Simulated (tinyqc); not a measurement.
Threshold spread from leakage statistics.

Problem. VT is Gaussian with standard deviation s and Ioff goes as exp(-VT/(n Vt)), so Ioff is log-normal: mean/median = exp(w^2/2) with w = s/(n Vt). Find w, s, the relative standard deviation sqrt(exp(w^2) - 1) and the share of devices that leak more than the mean, erfc(w/(2 sqrt(2)))/2.

Parameters, values chosen for the exercise:
```
symbol,value,unit,meaning
T,293,K,temperature
n,1.2,,subthreshold factor
```

Constants: q = 1.602176634e-19 C, kB = 1.380649e-23 J/K, Vt = kB T/q. Results are converted to the units shown.

mean/median of the off current = 1.0740143

Answer. w = sqrt(2 ln(mean/median)); the mean lies w/2 standard deviations out in ln Ioff.

w = 0.378
s = 11.4 mV
relative standard deviation = 0.392
share above the mean = 42.5 %

Program tinyqc, `OMP_NUM_THREADS=1 python tinyqc.py 2090092 2090093 out.jsonl`; Intel Xeon 2.30GHz, shared host, one thread, about 0.01 s.
